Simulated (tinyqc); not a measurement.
Molecular dynamics of a small cluster by velocity Verlet steps: one step, computed by the program tinyqc.

E = sum_(i<j) phi(r_ij), phi(r) = eps [exp(-2 alpha (r - r0)) - 2 exp(-alpha (r - r0))]; the force on i is -sum_j phi'(r_ij) (R_i - R_j)/r_ij.

Problem. State at the start. Velocity Verlet: a = c F/M with c = 9.648533212e-3 angstrom/fs^2 per eV/(angstrom u); R(new) = R + v dt + a dt^2/2; v(new) = v + (a + a(new)) dt/2. Kinetic energy K = M v^2/(2c); temperature T = 2K/((3N - 3) k_B), rotation of the cluster included. After each step v is scaled by sqrt(1 + (dt/tau)(T0/T - 1)).

Inputs (values chosen for the exercise, for model atoms):
```
quantity,value,unit
length r0,3.11,angstrom
well depth eps,0.65,eV
stiffness alpha,1.8,1/angstrom
atomic mass M,156,u
time step dt,4,fs
target temperature T0,300,K
coupling time tau,50,fs
```

Potential: Morse. Thermostat: Berendsen.

starting positions (angstrom):
```
,x,y,z
atom 1,0.01,0.05,-0.02
atom 2,3.16,-0.01,0.03
atom 3,1.49,2.68,0.03
atom 4,1.62,0.96,2.55
```

starting velocities (angstrom/fs):
```
,x,y,z
atom 1,0.00079,0.00097,0.0009
atom 2,-9e-05,-0.00024,3e-05
atom 3,-0.00109,0.00052,-0.00063
atom 4,0.00039,-0.00124,-0.00031
```

Constants: 1 eV/(angstrom u) = 9.648533212e-03 angstrom/fs^2; k_B = 8.617333262e-05 eV/K.

Give: forces; potential energy; kinetic energy; temperature.

Solution.

forces (eV/angstrom):
```
,x,y,z
atom 1,0.01495,-0.37635,0.15951
atom 2,-0.25874,0.17393,-0.00752
atom 3,0.33869,0.41422,-0.21923
atom 4,-0.09490,-0.21180,0.06724
```

potential energy = -3.8563 eV

kinetic energy = 0.049174 eV

temperature = 126.81 K
